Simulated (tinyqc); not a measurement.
Inside a calculation. Model: a square-lattice strip 2 sites wide in a magnetic flux, recursive Green functions.

tinyqc, about 0.02 s, one thread, Intel Xeon 2.30GHz (shared host): `OMP_NUM_THREADS=1 python tinyqc.py 2660101 2660102 out.jsonl` Printed values are rounded.

The device has N = 3 slices of 2 site(s), nearest-neighbour hopping -t, and site energies U; the leads are semi-infinite continuations with site energy 0 and no flux. The hopping from slice i to i + 1 inside the device carries the phase exp(2 pi i f j) on row j = 1, 2, ...: V = <i+1|H|i> = -t diag(exp(2 pi i f j)).

Values chosen for this exercise: hopping (matrix element -t) t = 2.8 eV; site energies, slice by slice (2 a slice) U = [0.97, 1.62, -0.93, 0.94, 0.81, 0.89] eV; energy E = 3.76 eV; magnetic flux through each plaquette inside the device f = 0.13 h/q.

## Self-energy of the leads

Transverse modes n = 1..2: chi_n(j) = sqrt(2/3) sin(pi n j/3), energy e_n = -2 t cos(pi n/3). Sigma = t^2 sum_n chi_n chi_n^T g(E - e_n), g(x) = (x - i sqrt(4 t^2 - x^2))/(2 t^2) for |x| < 2 t and (x - sign(x) sqrt(x^2 - 4 t^2))/(2 t^2) otherwise; Gamma = i (Sigma - Sigma^dagger); both leads give the same.

Sigma (eV):
$$\begin{pmatrix}
1.02583-1.37928i & 0.54583+1.37928i \\
0.54583+1.37928i & 1.02583-1.37928i
\end{pmatrix}$$

Gamma (eV):
$$\begin{pmatrix}
2.75855 & -2.75855 \\
-2.75855 & 2.75855
\end{pmatrix}$$

open modes = 1

## Hopping between slices

V = -t diag(exp(2 pi i f j)), j = 1, 2, ...

V (eV):
$$\begin{pmatrix}
-1.91673-2.04111i & 0.00000+0.00000i \\
0.00000+0.00000i & 0.17581-2.79447i
\end{pmatrix}$$

## Slice 1

Forward pass: g_1 = (E - H_1 - Sigma)^(-1), g_i = (E - H_i - V g_(i-1) V^dagger)^(-1), with Sigma also subtracted on the last slice; G_(i,1) = g_i V G_(i-1,1), starting from g_1. H_i is the block of slice i: its site energies on the diagonal and -t between neighbouring rows.

g_1 (1/eV):
$$\begin{pmatrix}
0.093218-0.137865i & 0.185676+0.164470i \\
0.185676+0.164470i & 0.075376-0.196208i
\end{pmatrix}$$

## Slice 2

As before.

g_2 (1/eV):
$$\begin{pmatrix}
0.218368-0.129852i & -0.049005+0.066640i \\
0.058379+0.309960i & 0.247067-0.295255i
\end{pmatrix}$$

G_(2,1) (1/eV):
$$\begin{pmatrix}
-0.082331+0.132710i & -0.052001-0.172618i \\
-0.072832-0.404675i & 0.009435+0.050624i
\end{pmatrix}$$

## Slice 3

As before.

g_3 (1/eV):
$$\begin{pmatrix}
0.172171-0.106682i & 0.156642+0.037382i \\
0.266305+0.068819i & 0.103552-0.081724i
\end{pmatrix}$$

G_(3,1) (1/eV):
$$\begin{pmatrix}
-0.119496-0.082612i & 0.026192+0.104808i \\
0.012492+0.113686i & -0.083966+0.085482i
\end{pmatrix}$$

## Transmission and its channels

T(E) = Tr[Gamma G_(N,1) Gamma G_(N,1)^dagger]. The non-zero eigenvalues T_n of the matrix under the trace are the channel transmissions; Fano factor sum T_n (1 - T_n)/sum T_n.

T(E) = 0.799978
T_n: [0.799978]
Fano factor = 0.200022

With 1 open mode(s) in the leads T(E) cannot exceed 1. Inverting the whole matrix gives the same value.
